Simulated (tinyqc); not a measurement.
Resistance of a source-drain extension with a graded tip: one step of the calculation.

y runs along the channel, the gate covers y > 0. The doping is N0 for y < y0 and N0 10^(-(y - y0)/la) beyond, uniform over the depth xj. Sheet conductance s(y) = q mu(N) max(N - Nch, 0) xj + (for y > 0) ma Cox Vo, with mu(N) = u0 + (u1 - u0)/(1 + (N/Nr)^au) and Cox = eps0 eox/tox. Current is taken as one-dimensional; depletion of the tip, spreading and the contact are left out. The metallurgical junction lies at yj, where N = Nch.

Question. Resistance of the overlapped part. Midpoint rule on 12 equal steps from 0 to yj: R_ov = sum h/s(y), per width.

Inputs (values chosen for the exercise); mobility law close to that of electrons in silicon:

| symbol | value | unit | meaning |
|---|---|---|---|
| eox | 7.59 |  | relative permittivity of the gate insulator (close to silicon nitride) |
| tox | 1.9 | nm | insulator thickness |
| N0 | 9.9e19 | cm^-3 | active doping of the extension far from the gate |
| la | 4.4 | nm/decade | lateral abruptness |
| y0 | 1.4 | nm | position under the gate where the fall begins (gate edge at 0) |
| xj | 13 | nm | depth of the extension |
| Nch | 1.1e18 | cm^-3 | channel doping |
| Vo | 0.66 | V | gate overdrive |
| ma | 88 | cm^2/(V s) | mobility of the gate-induced layer |
| u1 | 1414 | cm^2/(V s) | mobility at low doping |
| u0 | 68.5 | cm^2/(V s) | mobility at high doping |
| Nr | 9.2e16 | cm^-3 | reference doping |
| au | 0.711 |  | exponent |

Constants: q = 1.602176634e-19 C, eps0 = 8.8541878128e-14 F/cm where lengths are in cm. Results are converted to the units shown.

Give: y; N; doped conductance; sheet resistance; R_ov.

Answer.

| point | y (nm) | N (cm^-3) | doped conductance (uS) | sheet resistance (ohm/square) |
|---|---|---|---|---|
| 0 | 0.41661 | 9.9000e19 | 1587.2 | 557.85 |
| 1 | 1.2498 | 9.9000e19 | 1587.2 | 557.85 |
| 2 | 2.0831 | 6.9246e19 | 1142.8 | 741.71 |
| 3 | 2.9163 | 4.4774e19 | 771.65 | 1023.5 |
| 4 | 3.7495 | 2.8951e19 | 525.94 | 1367.3 |
| 5 | 4.5827 | 1.8719e19 | 361.63 | 1763.5 |
| 6 | 5.4159 | 1.2104e19 | 250.12 | 2195.2 |
| 7 | 6.2492 | 7.8262e18 | 172.73 | 2644.4 |
| 8 | 7.0824 | 5.0604e18 | 117.24 | 3099.2 |
| 9 | 7.9156 | 3.2720e18 | 75.516 | 3559.4 |
| 10 | 8.7488 | 2.1157e18 | 42.145 | 4039.2 |
| 11 | 9.5821 | 1.3680e18 | 13.432 | 4569.1 |

R_ov = 21.762 ohm um

Computed by the program tinyqc: `OMP_NUM_THREADS=1 python tinyqc.py 2282034 2282035 out.jsonl`, one thread of a shared Intel Xeon 2.30GHz, about 0.05 s for the whole run.
